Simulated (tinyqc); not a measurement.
# Admittance spectroscopy of a deep trap: effect of the bias

Schottky contact on an n-type layer with shallow donors Nd (all ionised) and a donor-like deep trap, neutral when filled and positive when empty; depletion approximation. Traps within lam of the depletion edge stay filled. The traps at xt = W - lam, where the level crosses the Fermi level, follow a slow signal and not a fast one. w = 2 pi f.

Emission rate en = sn vth(T) Nc(T) exp(-Et/kB T) = sn g T^2 exp(-Et/kB T), g = vth Nc/(300 K)^2, as vth goes as T^0.5 and Nc as T^1.5 (degeneracy factor 1). lam = sqrt(2 eps0 eps_r (EF - ET)/(q Nd)), EF - ET = Et - (kB T/q) ln(Nc(T)/Nd), Nc(T) = Nc (T/300 K)^1.5. In the steady state at the band bending V, 2 eps0 eps_r V/q = Nd W^2 + Nt (W - lam)^2 (the second term only if W > lam). V = Vbi + Vr. C_HF = eps0 eps_r/W, C_LF = eps0 eps_r (Nd + Nt)/(Nd W + Nt xt). Inflection frequency w0 = 2 en [1 + Nt xt/(Nd W)]; C = C_HF + (C_LF - C_HF)/(1 + (w/w0)^2), G/w = (C_LF - C_HF)(w/w0)/(1 + (w/w0)^2).

Values chosen for this exercise; material values close to those of germanium: relative permittivity eps_r = 15.8; conduction-band density of states at 300 K Nc = 1.06e19 cm^-3; thermal velocity at 300 K vth = 3.3e7 cm/s; shallow donor density Nd = 2.3e16 cm^-3; built-in voltage Vbi = 0.47 V; depth of the trap below the conduction edge Et = 0.28 eV; capture cross-section sn = 1.7e-14 cm^2; trap density Nt = 2.3e16 cm^-3; temperature T = 175 K.

Constants: q = 1.602176634e-19 C, kB = 1.380649e-23 J/K, eps0 = 8.8541878128e-14 F/cm where lengths are in cm. Results are converted to the units shown.

Effect of the bias:
```
Vr (V)  W (nm)     xt/W  C_HF (nF/cm^2)  step (nF/cm^2)  step (% of C_HF)
0       180.11  0.31632          77.672          40.342            51.938
0.9     281.16  0.56203          49.757          13.951            28.038
1.7     341.91  0.63985          40.916          8.9861            21.962
2.6     397.36  0.69011          35.206          6.4552            18.335
3.4     439.89  0.72007          31.802          5.1756            16.274
4.3     482.63  0.74486          28.986          4.2384            14.622
5.1     517.27  0.76195          27.045          3.6540            13.511
6       553.33  0.77746          25.282          3.1653            12.520
```

Read the table: what changes, and by how much?

xt/W rises from 0.316 to 0.777 since lam stays at 123 nm, and the relative step falls from 51.9 to 12.5 %: the nearer xt lies to W in proportion, the less the traps add.

Computed by the program tinyqc: `OMP_NUM_THREADS=1 python tinyqc.py 2050146 2050147 out.jsonl`, one thread of a shared Intel Xeon 2.30GHz, about 0.01 s for the whole run.
